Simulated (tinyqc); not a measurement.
# Charge pumping in an n-channel transistor: two studies

The gate is pulsed from accumulation to inversion and back. Energies E are counted from the intrinsic level; Dit(E) = D0 [1 + b (2 E/Eg)^2]. During each edge the traps near the bands emit their carriers, and those between Eh and Ee recombine once a cycle.

Parameters, values chosen for the exercise; band and dielectric values close to those of silicon:
```
symbol    value         unit                                                               meaning
T           300            K                                                           temperature
Eg         1.14           eV                                                              band gap
Nc       2.8e19        cm^-3                            conduction-band density of states at 300 K
Nv       2.7e19        cm^-3                               valence-band density of states at 300 K
A          0.13         um^2                                                             gate area
D0       6.1e10  cm^-2 eV^-1                                                trap density at midgap
b             0                                    rise of the trap density towards the band edges
sn        1e-16         cm^2                                           cross-section for electrons
sp      4.3e-16         cm^2                                               cross-section for holes
vth         1e7         cm/s  thermal velocity at 300 K, one nominal value for electrons and holes
dV         0.98            V                                                             Vth - Vfb
Va          2.9            V                                                          pulse height
f         29000           Hz                                                             frequency
tr         1400           ns                                                             rise time
```

Constants: q = 1.602176634e-19 C, kB = 1.380649e-23 J/K, Vt = kB T/q. Results are converted to the units shown.

Each table varies one quantity; the others keep the values above.

## Triangular pulses against frequency

For a symmetric triangular wave tr = tf = 1/(2 f). ni = sqrt(Nc Nv) exp(-Eg/(2 Vt)), Eg in volts; emission times te = (dV/Va) tf and th = (dV/Va) tr; Ee = -Vt ln(vth sn ni te), Eh = +Vt ln(vth sp ni th). Nit = integral of Dit from Eh to Ee = D0 [Ee - Eh + 4 b (Ee^3 - Eh^3)/(3 Eg^2)], Qcp = q A Nit, Icp = f Qcp.

Triangular pulses against frequency:

| f (Hz) | Ee (eV) | Eh (eV) | Nit (cm^-2) | Icp (pA) | Qcp (fC) |
|---|---|---|---|---|---|
| 2200 | 0.1935 | -0.1558 | 2.131e10 | 0.009764 | 0.004438 |
| 5100 | 0.2153 | -0.1775 | 2.396e10 | 0.02545 | 0.004991 |
| 12000 | 0.2374 | -0.1997 | 2.666e10 | 0.06663 | 0.005553 |
| 26000 | 0.2574 | -0.2197 | 2.910e10 | 0.1576 | 0.006061 |
| 59000 | 0.2785 | -0.2408 | 3.168e10 | 0.3893 | 0.006599 |
| 1.3e5 | 0.2990 | -0.2613 | 3.417e10 | 0.9253 | 0.007118 |
| 3e5 | 0.3206 | -0.2829 | 3.681e10 | 2.300 | 0.007667 |
| 6.9e5 | 0.3421 | -0.3044 | 3.944e10 | 5.668 | 0.008214 |
| 1.6e6 | 0.3639 | -0.3262 | 4.209e10 | 14.03 | 0.008767 |
| 3.5e6 | 0.3841 | -0.3464 | 4.456e10 | 32.48 | 0.009281 |

Qcp rises from 0.00444 to 0.00928 fC, by 0.00151 fC a decade between the first two rows and 0.00151 between the last two (2 q A D0 Vt ln 10 = 0.00151 fC): faster edges leave less time for emission and widen the window, so Icp grows faster than f, as f^(1.10).

## Scanning the upper gap with the fall time

Same model as above.

The same in every row: Eh (eV) = -0.2874.

Result of one run:

| tf (ns) | Ee (eV) | Nit (cm^-2) | Icp (pA) |
|---|---|---|---|
| 4.4 | 0.4741 | 4.645e10 | 0.2806 |

What becomes of these results when the fall time tf is changed from 4.4 to 12000 ns, all else the same?

Result of the changed run:

| tf (ns) | Ee (eV) | Nit (cm^-2) | Icp (pA) |
|---|---|---|---|
| 12000 | 0.2696 | 3.397e10 | 0.2052 |

The whole series:

| tf (ns) | Ee (eV) | Nit (cm^-2) | Icp (pA) |
|---|---|---|---|
| 4.4 | 0.4741 | 4.645e10 | 0.2806 |
| 16 | 0.4407 | 4.441e10 | 0.2683 |
| 61 | 0.4061 | 4.230e10 | 0.2555 |
| 230 | 0.3718 | 4.021e10 | 0.2429 |
| 850 | 0.3380 | 3.815e10 | 0.2304 |
| 3200 | 0.3037 | 3.606e10 | 0.2178 |
| 12000 | 0.2696 | 3.397e10 | 0.2052 |

Ee falls from 0.474 to 0.270 eV, by Vt ln 10 a decade, and Icp falls from 0.281 to 0.205 pA. The slope -dNit/d(ln tf)/Vt gives Dit = 6.10e10 cm^-2 eV^-1 near E = 0.457 eV and 6.10e10 near 0.287 eV: constant, as the profile is flat.

Range of the model: The Fermi levels of inversion and accumulation are taken to lie beyond Ee and Eh, the flat tops to fill all traps, and no geometric current is added.

tinyqc, about 0.01 s, one thread, Intel Xeon 2.30GHz (shared host): `OMP_NUM_THREADS=1 python tinyqc.py 2030134 2030135 out.jsonl`
